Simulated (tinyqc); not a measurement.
What moves the populations: electrons shared among three sets of ellipsoidal valleys.

F_j(eta) = (1/Gamma(j + 1)) integral_0^infinity x^j dx/(1 + exp(x - eta)), which tends to exp(eta) for eta << 0.

Sets Gamma, L, X: N_i = M_i times N = 2 (m kB T/(4 pi c))^(3/2) with c = hbar^2/2m0, in 1/angstrom^3; times 1e24 for 1/cm^3, m = (ml mt^2)^(1/3); n = sum_i N_i F_1/2((EF - dE_i)/kT), energies from the edge of the first set; mu_drift = sum of share times mobility.

Constants: hbar^2/2m0 = 3.80998211 eV angstrom^2; kB = 8.617333262e-05 eV/K.

Values chosen for the exercise (masses and offsets near those of GaSb; mobilities are free inputs, held fixed; shifted at random, so the results belong to these values and not to a real crystal): dE = (0, 0.078, 0.307) eV (edges of Gamma, L, X above the first); M = (1, 4, 3) (valleys in each set); ml = (0.038, 1.257, 1.505) m0 (longitudinal masses of Gamma, L, X); mt = (0.038, 0.1038, 0.2239) m0 (transverse masses); mu = (6100, 810, 320) cm^2/(V s) (mobility of each set); n = 1.9e+19 1/cm^3 (total electron density); T = 400 K.

All else solved anew.

Results for these values:

| case | EF (eV) | share Gamma | share L | share X | mu_drift (cm^2/(V s)) |
|---|---|---|---|---|---|
| base | 0.0897 | 0.0569 | 0.9400 | 0.0031 | 1110 |

What happens to each result for mt = (0.038, 0.1246, 0.2239) m0, all else kept?

Answer: EF falls from 0.0897 to 0.0817; share Gamma falls from 0.0569 to 0.0511; share L rises from 0.9400 to 0.9464; share X falls from 0.0031 to 0.0024; mu_drift falls from 1110 to 1079.

The same for each parameter in turn:

| case | EF (eV) | share Gamma | share L | share X | mu_drift (cm^2/(V s)) |
|---|---|---|---|---|---|
| base | 0.0897 | 0.0569 | 0.9400 | 0.0031 | 1110 |
| T = 450 K | 0.0822 | 0.0539 | 0.9400 | 0.0061 | 1092 |
| n = 5.7e+19 1/cm^3 | 0.1517 | 0.0372 | 0.9566 | 0.0062 | 1004 |
| dE = (0, 0.0624, 0.307) eV | 0.0747 | 0.0463 | 0.9517 | 0.0020 | 1054 |
| mt = (0.038, 0.1246, 0.2239) m0 | 0.0817 | 0.0511 | 0.9464 | 0.0024 | 1079 |
| ml = (0.038, 1.5084, 1.505) m0 | 0.0857 | 0.0540 | 0.9433 | 0.0027 | 1094 |
| mu = (7320, 810, 320) cm^2/(V s) | 0.0897 | 0.0569 | 0.9400 | 0.0031 | 1179 |

Run: tinyqc, `OMP_NUM_THREADS=1 python tinyqc.py 1651031 1651032 out.jsonl`; Intel(R) Xeon(R) Processor @ 2.30GHz, one thread, shared host; about 0.01 s of CPU time with all checks.
